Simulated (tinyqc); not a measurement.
Energy and lattice constant: complex band structure along [001] in sp3s* tight binding.

For k = (0, 0, kz) the phase sums are g0 = cos(phi) and g3 = i sin(phi), phi = kz a/4, and the s, pz, s* orbitals of anion (a) and cation (c) decouple from px, py. With z = exp(i phi), H(z) = H0 + z T + T^T/z for any complex z. H0 is diagonal (Esa, Epa, Exa, Esc, Epc, Exc). The anion-cation block is B(z) = z U + W/z and the cation-anion block z W^T + U^T/z, where U has Vss/2 (s,s), Vsapc/2 (s,z), -Vscpa/2 (z,s), Vxx/2 (z,z), Vxapc/2 (s*,z), -Vpaxc/2 (z,s*), and W has the same values with the s-z and s*-z signs reversed. |z| = 1 is a band state, |z| < 1 decays along [001] as exp(-kappa d) over a distance d, kappa = -(4/a) ln|z|. No spin-orbit coupling.

Parameters, chosen for this exercise (out of a larger set: near a published set for Ge, fitted to gaps, whose masses and valley positions are rough (light masses up to twice too heavy); not measured data): p = (-5.937, 1.616, -5.937, 1.616, 6.462, 6.462, -6.714, 1.598, 4.938, 5.457, 5.457, 5.248, 5.248) eV (order Esa, Epa, Esc, Epc, Exa, Exc, Vss, Vxx, Vxy, Vsapc, Vscpa, Vxapc, Vpaxc); a = 5.661 angstrom (lattice constant); dE = 0.46 eV (E - Ev).

The slowest root of the s-pz block and the heavy-hole branch, sinh^2(kappa a/4) = ((E - Epa)(E - Epc) - Vxx^2)/(Vxx^2 - Vxy^2), at E = Ev + dE with Ev the lower root of [[Epa, Vxx], [Vxx, Epc]]; the couplings are kept when a changes.

One parameter was then changed.

Results before and after:
```
case,slowest kappa (1/angstrom),heavy-hole kappa (1/angstrom)
base,0.0483,0.1681
changed,0.0474,0.1724
```

Which of these changes was made? (a) a = 5.831 angstrom; (b) dE = 0.49 eV.
Answer: (b) dE = 0.49 eV. Of the candidates, run in turn, only this one gives the changed row.

All candidates:
```
case,slowest kappa (1/angstrom),heavy-hole kappa (1/angstrom)
base,0.0483,0.1681
dE = 0.49 eV,0.0474,0.1724
a = 5.831 angstrom,0.0469,0.1632
```

With the couplings fixed, kappa a stays, so kappa scales as 1/a.

Program tinyqc; command `OMP_NUM_THREADS=1 python tinyqc.py 1481916 1481917 out.jsonl`; about 0.01 s on one thread of a shared Intel(R) Xeon(R) Processor @ 2.30GHz.
